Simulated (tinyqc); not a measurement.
Convergence with the mesh: density of states of one tight-binding band of a chain.

E(k) = -2 t cos(2 pi k) - 2 t2 cos(4 pi k); k in fractions of the reciprocal vectors, mesh k_i = j/N with j = 0 .. N-1. Densities are per cell and per spin, so the band holds one state.

Each interval of the mesh is a segment with E linear in k: n = (E - e1)/(e2 - e1), g = 1/(e2 - e1) between its end values.

Gaussian broadening: g(E) = mean over the mesh of exp(-(E - E_k)^2/(2 sigma^2))/(sigma sqrt(2 pi)), n(E) = mean of erfc((E_k - E)/(sigma sqrt 2))/2.

Inputs chosen for the exercise:
```
symbol  value  unit  meaning
t       1.89   eV    nearest hopping
t2      0.26   eV    second hopping
E       -3.02  eV    energy at which the density is wanted
sigma   0.378  eV    Gaussian width
```

At the energy E; the plain count is the share of mesh points below E; the reference is the linear method with N = 4000.

Results:
```
N    points  g linear  n linear  g Gaussian  n Gaussian  n plain count
8         8    0.1536    0.1967      0.1735      0.1698         0.1250
16       16    0.1053    0.2134      0.0979      0.2082         0.1875
32       32    0.0934    0.2176      0.0962      0.2168         0.2188
64       64    0.0891    0.2191      0.0966      0.2169         0.2344
128     128    0.0910    0.2191      0.0966      0.2169         0.2266
256     256    0.0920    0.2191      0.0966      0.2169         0.2227
```

reference n and g: 0.2191  0.0930

The linear n(E) stays within 0.002 of the reference from N = 32 on. The Gaussian g stays within 1 % of its last value from N = 32 on; it tends to the broadened curve, not the true one. At the last mesh it lies +0.004 1/eV from the reference g and the linear g -0.001. The plain count errs by +0.0036 at the last mesh.

tinyqc: `OMP_NUM_THREADS=1 python tinyqc.py 1651288 1651289 out.jsonl`; about 0.01 s, one thread, shared Intel(R) Xeon(R) Processor @ 2.30GHz.
